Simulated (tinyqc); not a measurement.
Inside a calculation. Model: oxidation of curved silicon (wires and holes): cylindrical Deal-Grove kinetics with stress-retarded reaction. Computed by tinyqc, a small Python program that keeps every step. Command: `OMP_NUM_THREADS=1 python tinyqc.py 3021285 3021286 out.jsonl wireox walk`. One thread of a shared host (Intel(R) Xeon(R) Processor @ 2.30GHz), about 0.01 s of CPU time with the checks. Intermediate numbers are printed to about 5 digits and carried at full precision; extremes and crossings named in words are read from the listed rows.

Silicon fills r < a and oxide a < r < b. One volume of silicon gives 2.25 volumes of oxide, and the length is fixed.

Inputs (values chosen for the exercise, close to those used for silicon in steam):
```
quantity,value,unit
prefactor B0,385,um^2/h
activation energy E_B,0.783,eV
prefactor (B/A)0,1.25e+08,um/h
activation energy E_A,2.03,eV
starting silicon radius a0,43,nm
starting oxide x_i,2,nm
viscosity prefactor eta0,8e-09,Pa s
viscosity energy E_eta,5.45,eV
critical shear stress s_c,60,MPa
activation volume V_k,7.3,angstrom^3
temperature T,750,C
time t,0.72,h
```

Shape: wire (convex).

Constants: k_B = 8.617333262e-05 eV/K.

## Planar constants and viscosity

B = B0 exp(-E_B/(k_B T)), B/A = (B/A)0 exp(-E_A/(k_B T)), eta = eta0 exp(E_eta/(k_B T)); 1 um = 1000 nm. Temperatures in kelvin are T(C) + 273.15.

B = 53530 nm^2/h

B/A = 12.521 nm/h

low-stress viscosity eta = 5.6029e+18 Pa s

k_B T = 0.088168 eV

## Rate at the start

Geometry: b^2 = b0^2 + 1.25 (a0^2 - a^2), b0 = a0 + x_i. Rate of oxide made per interface area: q = 1/[1/k + 2 a |ln(b/a)|/B], and |da/dt| = q/2.25. Reaction k = (B/A) exp(-sigma V_k/(k_B T)). New oxide pushes the old with radial speed u = 1.25 |da/dt| at r = a; the shear stress at radius r is s_c asinh(z a^2/r^2), z = 2 eta u/(a s_c) (Eyring flow), and the compressive normal stress at the interface is sigma = |int_a^b 2 s/r dr| = s_c |F(z) - F(z a^2/b^2)|, F(y) = int_0^y asinh(w)/w dw. q and sigma are solved together. 1 MPa angstrom^3 = 6.241509e-6 eV.

oxide radius b0 = 45 nm

rate q without stress = 12.510 nm/h

normal stress sigma = 90.250 MPa

factor on the reaction = 0.95443

rate q with stress = 11.940 nm/h

## State after time t

Integrate da/dt adaptively (tolerance 1e-8); a wire counts as consumed at a = 0.5 nm and a hole as closed at b = 0.5 nm. Planar reference: x^2 + A x = B t + x_i^2 + A x_i, A = B/(B/A).

silicon radius a = 39.501 nm

oxide thickness = 9.3445 nm

normal stress at time t = 415.10 MPa

planar thickness = 10.988 nm

ratio to the planar thickness = 0.85043

Stress now cuts the reaction constant to 81 % of its planar value. Caution: the oxide is taken as a purely viscous fluid in steady flow; elasticity, stress-dependent diffusion and thin-oxide enhancement are left out.

## Geometry alone against geometry with stress

A dash marks a stress-free run that has consumed the wire or closed the hole.

Oxide thickness (nm):
```
t (h),planar,"curved, no stress","curved, with stress",a (nm),sigma (MPa)
0.0216,2.270,2.263,2.250,42.886,101.47
0.0720,2.900,2.874,2.826,42.622,127.22
0.1440,3.801,3.738,3.629,42.250,162.99
0.2880,5.600,5.438,5.168,41.528,231.28
0.5040,8.295,7.924,7.332,40.490,326.70
0.7200,10.988,10.338,9.344,39.501,415.10
1.0800,15.468,14.215,12.417,37.946,550.00
1.4400,19.938,17.927,15.198,36.491,672.68
```

At 1.44 h the thickness is 0.899 of the planar value from geometry alone and 0.762 with stress. On a wire the new oxide spreads over a larger circumference, which thins it, while the oxidant converges on a smaller interface. Stress takes 15 % off the stress-free value. Caution: elasticity of the oxide, stress-dependent diffusion and thin-oxide enhancement are left out.

Checks made by the program: large-radius limit against the planar law (relative difference 1e-09).
